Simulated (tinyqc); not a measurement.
From anti-Stokes/Stokes ratio back to local temperature T: Raman shift of the zone-centre optical phonon of a diamond-structure crystal under stress. Computed by tinyqc, a small Python program. Command: `OMP_NUM_THREADS=1 python tinyqc.py 3018360 3018361 out.jsonl ramanstress inv`. One thread of a shared host (Intel(R) Xeon(R) Processor @ 2.30GHz), about 0.02 s of CPU time with the checks.

Axes x, y, z are the cube axes. Strain shifts the threefold optical mode and can split it; p, q and r are the phonon deformation potentials.

Inputs (values chosen for the exercise, modelled on silicon):
```
quantity                             value      unit
unstrained frequency omega_0         521.6      1/cm
p/omega_0^2                          -1.92         -
q/omega_0^2                          -2.42         -
r/omega_0^2                          -0.72         -
C11                                  164.8       GPa
C12                                   63.6       GPa
C44                                  78.61       GPa
stress sigma (tension positive)        2.9       GPa
polarisation angle phi                  10    degree
temperature coefficient d omega/dT  -0.024  1/(cm K)
laser wavelength                     632.8        nm
```

Stress state: uniaxial. Axis: [100].

Constants: h = 6.62607015e-34 J s; c = 299792458 m/s; k_B = 1.380649e-23 J/K.

Method:
- S11 = (C11 + C12)/D, S12 = -C12/D, D = (C11 - C12)(C11 + 2 C12), S44 = 1/C44.
- Uniaxial stress along the unit vector n of the axis: sigma_ij = sigma n_i n_j.
- eps_xx = S11 sigma_xx + S12 (sigma_yy + sigma_zz), and cyclic; eps_xy = S44 sigma_xy/2 (tensor strain).
- Secular matrix: M_xx = p eps_xx + q (eps_yy + eps_zz), M_xy = 2 r eps_xy; its eigenvalues are omega^2 - omega_0^2, and the shifts are these over 2 omega_0.
- Backscattering from a (001) surface: incident polarisation (cos phi, sin phi, 0). With Raman tensors (R_z)_xy = (R_z)_yx = 1 and cyclic, only the z component u_z of a mode counts: I = u_z^2 sin^2(2 phi) for parallel and u_z^2 cos^2(2 phi) for crossed polarisers. An unresolved line sits at the intensity-weighted shift, which is M_zz/(2 omega_0).
- A temperature above 300 K shifts the line by (d omega/dT)(T - 300 K); divided by the shift per stress it poses as a stress; the total shift adds it to the shift of the observed line. The anti-Stokes to Stokes ratio is [(omega_L + omega_0)/(omega_L - omega_0)]^3 exp(-h c omega_0/(k_B T)) in photon counts, omega_L = 1/wavelength, resonance effects left out.

Task: A run gave the result below. Find the local temperature T, known to lie between 270 and 480 K.

anti-Stokes/Stokes ratio = 0.1319292

Result:

Each step takes the trial c = (a f_b - b f_a)/(f_b - f_a), f being the result less the target and a, b, c the logarithms of the listed values; c replaces end b, the old b replaces a if the sign of f changed, and otherwise f_a is halved.

Scan of the range:
```
local temperature T (K)  anti-Stokes/Stokes ratio
270                                      0.075669
297                                      0.097421
327                                      0.122838
360                                      0.151599
396                                      0.183232
436                                      0.218026
480                                      0.255289
```

False position (Illinois rule, in the logarithm of the input) inside the bracket:
```
step    end a    end b    trial  anti-Stokes/Stokes ratio
1     327.000  360.000  337.090                  0.131573
2     360.000  337.090  337.485                  0.131916
3     360.000  337.485  337.514                  0.131942
4     337.485  337.514  337.500                  0.131929
5     337.514  337.500  337.500                  0.131929
```

anti-Stokes/Stokes ratio rises at every point of a 13-point scan of the range (every second point is shown), so one value fits; it is bracketed by 327 and 360. Answer: local temperature T = 337.5 K.

Caution: strains above about 1 % call for terms beyond linear order.
